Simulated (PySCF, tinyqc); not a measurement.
Inside a calculation. Method: CISD on RHF in the 3-21g basis, for H2, spin multiplicity 1. The lowest restricted solution is unstable here: a spin-polarised one lies 0.0135 hartree lower (PySCF). One step of it, computed by the program tinyqc.

Problem. Iteration 8 (converged): orbitals. Diagonalise F' = X^T F X, C = X C', fill 1 alpha and 1 beta electrons from the bottom; D = 2 C_occ C_occ^T. Each column has its largest component positive (the first on a tie).

converged F (hartree):
```
           1H 1s      1H 2s      2H 1s      2H 2s
1H 1s   0.286924  -0.347893  -0.213996  -0.291610
1H 2s  -0.347893  -0.244321  -0.291610  -0.305864
2H 1s  -0.213996  -0.291610   0.286924  -0.347893
2H 2s  -0.291610  -0.305864  -0.347893  -0.244321
```

X:
```
           1H 1s      1H 2s      2H 1s      2H 2s
1H 1s   1.240492  -0.482184   0.028473   0.031401
1H 2s  -0.482184   1.402399   0.031401  -0.381218
2H 1s   0.028473   0.031401   1.240492  -0.482184
2H 2s   0.031401  -0.381218  -0.482184   1.402399
```

Give: F' = X^T F X; orbital energies; coefficients C; D after iteration 8.

Solution.

F' = X^T F X (hartree):
```
         1        2        3        4
1   0.7797  -0.6259  -0.0424  -0.1212
2  -0.6259   0.2304  -0.1212  -0.2006
3  -0.0424  -0.1212   0.7797  -0.6259
4  -0.1212  -0.2006  -0.6259   0.2304
```

orbital energies (hartree): MO1 -0.4430, MO2 0.0853, MO3 1.1679, MO4 1.2101

coefficients C:
```
          MO1      MO2      MO3      MO4
1H 1s  0.2106   0.1847  -0.9123   0.9287
1H 2s  0.4397   0.8353   1.0123  -0.6555
2H 1s  0.2106  -0.1847   0.9123   0.9287
2H 2s  0.4397  -0.8353  -1.0123  -0.6555
```

D after iteration 8:
```
        1H 1s   1H 2s   2H 1s   2H 2s
1H 1s  0.0887  0.1852  0.0887  0.1852
1H 2s  0.1852  0.3866  0.1852  0.3866
2H 1s  0.0887  0.1852  0.0887  0.1852
2H 2s  0.1852  0.3866  0.1852  0.3866
```
